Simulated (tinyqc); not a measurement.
Worked calculation: oxide trap near a transistor channel: two-state multiphonon kinetics, telegraph noise and bias instability. Computed by tinyqc, a small Python program that keeps every step. Command: `OMP_NUM_THREADS=1 python tinyqc.py 3012139 3012140 out.jsonl oxidetrap walk`. One thread of a shared host (Intel(R) Xeon(R) Processor @ 2.30GHz), about 0.01 s of CPU time with the checks. Intermediate numbers are printed to about 6 digits and carried at full precision; extremes and crossings named in words are read from the listed rows.

An n-channel device under positive gate bias. The trap is empty (state 1) or holds an electron (state 2); both states are parabolas of equal curvature, and the electron reservoir is taken at the Fermi level of the channel.

Inputs (values chosen for the exercise, with an insulator like SiO2 on silicon):

| quantity | value | unit |
|---|---|---|
| insulator constant eps_ox | 3.82 | - |
| insulator thickness t_ox | 3.9 | nm |
| trap depth x from the interface | 1.3 | nm |
| tunnel barrier phi_b | 3.19 | eV |
| tunnelling mass m_ox | 0.4 | m_0 |
| trap level above E_F at zero field E_t | 0.51 | eV |
| relaxation energy E_R | 2.4 | eV |
| oxide field F | 3.1 | MV/cm |
| attempt rate k_0 at the interface | 4e+11 | 1/s |
| temperature T | 200 | K |
| channel width W | 15 | nm |
| channel length L | 28 | nm |
| frequency f | 8 | Hz |
| stress time t_s | 9000 | s |

Parts treated: one trap.

Constants: hbar^2/(2 m_0) = 3.80998212 eV angstrom^2; k_B = 8.617333262e-05 eV/K; e = 1.602176634e-19 C; eps_0 = 8.8541878128e-12 F/m.

## Tunnelling factor

kappa = sqrt(2 m_ox phi_b)/hbar = sqrt(m_ox phi_b/(hbar^2/2m_0)); attenuation length lambda = 1/(2 kappa); factor exp(-x/lambda) for a rectangular barrier.

kappa = 5.78714 1/nm

attenuation length lambda = 0.0863985 nm

tunnelling factor = 2.91986e-07

## Barriers and time constants

E_21 = E_t - e F x is the energy of state 2 over state 1; barriers E_c = (E_R + E_21)^2/(4 E_R), E_e = E_c - E_21; tau_c = exp(E_c/k_B T)/(k_0 P), tau_e = exp(E_e/k_B T)/(k_0 P), P the tunnelling factor; occupation f_2 = tau_e/(tau_c + tau_e); 1/tau_0 = 1/tau_c + 1/tau_e.

E_21 = 0.107 eV

capture barrier E_c = 0.654693 eV

emission barrier E_e = 0.547693 eV

capture time tau_c = 2.69219e+11 s

emission time tau_e = 5.41781e+08 s

occupation f_2 = 0.00200838

tau_0 = 5.40693e+08 s

The trap is almost always empty at this bias in equilibrium, which takes about tau_0 to reach. Caution: at this temperature nuclear tunnelling through such barriers shortens the times below these classical values.

## Step height and noise

Charge-sheet step dV = e (t_ox - x)/(eps_ox eps_0 W L); Lorentzian spectrum S(f) = 4 dV^2 tau_0^2/((tau_c + tau_e)(1 + (2 pi f tau_0)^2)); corner 1/(2 pi tau_0); variance dV^2 f_2 (1 - f_2) = dV^2 tau_0/(tau_c + tau_e).

threshold step dV = 29.3239 mV

corner frequency = 2.94353e-10 Hz

S(f) = 5.04646e-18 V^2/Hz

root-mean-square noise = 1.31283 mV

f lies above the corner, on the 1/f^2 tail. Random dopants and current percolation, left out here, spread real steps around this value.

## Stress and recovery of one trap

From the zero-field occupation f(0), f(t) = f_2 + (f(0) - f_2) exp(-t/tau_0) under the field; after t_s the field is removed and f relaxes with the zero-field constants.

occupation at zero field = 1.40788e-13

tau_0 at zero field = 20367.0 s

occupation after stress = 3.34299e-08

half-time of recovery = 14117.4 s

## Bias dependence of the times

The formulas are those given above.

Against field:

| F (MV/cm) | E_21 (eV) | tau_c (s) | tau_e (s) | f_2 |
|---|---|---|---|---|
| 0.00 | 0.5100 | 1.44665e+17 | 2.03670e+04 | 1.40788e-13 |
| 0.93 | 0.3891 | 2.24782e+15 | 3.52268e+05 | 1.56715e-10 |
| 1.86 | 0.2682 | 4.16769e+13 | 7.27030e+06 | 1.74445e-07 |
| 2.48 | 0.1876 | 3.22068e+12 | 6.03443e+07 | 1.87361e-05 |
| 3.10 | 0.1070 | 2.69219e+11 | 5.41781e+08 | 2.00838e-03 |
| 3.72 | 0.0264 | 2.43426e+10 | 5.26158e+09 | 1.77731e-01 |
| 4.65 | -0.0945 | 7.66842e+08 | 1.84502e+11 | 9.95861e-01 |

ln(tau_c/tau_e) falls by e x/k_B T = 7.543 per MV/cm, which measures the depth x if the change of surface potential with bias is left aside. Over these rows tau_c shortens by 8.28 decades and tau_e lengthens by 6.96; the shares differ because E_21 is not small against E_R. The times cross at F = E_t/(e x) = 3.92 MV/cm.

Checks made by the program: detailed balance tau_c/tau_e = exp(E_21/k_B T) (relative difference below 1e-10); the integral of S(f) against the variance (relative difference below 1e-10).
